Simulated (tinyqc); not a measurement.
Inside a calculation. Model: internal photoemission over an interface barrier.

Numbers from tinyqc (`OMP_NUM_THREADS=1 python tinyqc.py 2410027 2410028 out.jsonl`; about 0.01 s on one thread of a shared Intel Xeon 2.30GHz). Printed values are rounded.

Electrons are excited from a metal over the barrier Phi(F) = P0 - sqrt(q F/(4 pi eps0 ei)), whose top lies at xm = sqrt(q/(16 pi eps0 ei F)). The yield is Y = A (hv - Phi)^p exp(-xm/l), with A = 1 here.

Values chosen for this exercise; dielectric values close to those of silicon dioxide: barrier at zero field P0 = 2.97 eV; image-force permittivity ei = 2.31; scattering length in the image well l = 2.9 nm; field in the dielectric F = 0.8 MV/cm.

Constants: q = 1.602176634e-19 C, h = 6.62607015e-34 J s, c = 299792458 m/s, eps0 = 8.8541878128e-14 F/cm where lengths are in cm. Results are converted to the units shown.

## Barrier in the field

Lowering P0 - Phi, barrier, position of its top, scattering factor and threshold wavelength.

lowering = 223.313 meV
Phi = 2.74669 eV
xm = 1.39571 nm
exp(-xm/l) = 0.617992
threshold wavelength h c/(q Phi) = 451.396 nm

## Threshold from a spectrum

| point | hv (eV) | Y |
|---|---|---|
| 0 | 2.9 | 0.01487 |
| 1 | 3.03 | 0.05086 |
| 2 | 3.16 | 0.1082 |
| 3 | 3.29 | 0.1784 |
| 4 | 3.42 | 0.2803 |
| 5 | 3.55 | 0.3991 |

The yields were made at this field with a scatter of 2 %. Fit Y^(1/n) on hv by least squares for n = 2 and n = 3; the zero of the line is the threshold.

| point | Y^(1/2) | Y^(1/3) |
|---|---|---|
| 0 | 0.121943 | 0.245907 |
| 1 | 0.225522 | 0.370503 |
| 2 | 0.328938 | 0.476514 |
| 3 | 0.422374 | 0.562944 |
| 4 | 0.529434 | 0.654447 |
| 5 | 0.631744 | 0.736253 |

threshold for n = 2 = 2.74281 eV
threshold for n = 3 = 2.54349 eV

The right exponent, 2, gives 2.743 eV against Phi = 2.747 eV; the wrong one is off by -203 meV.
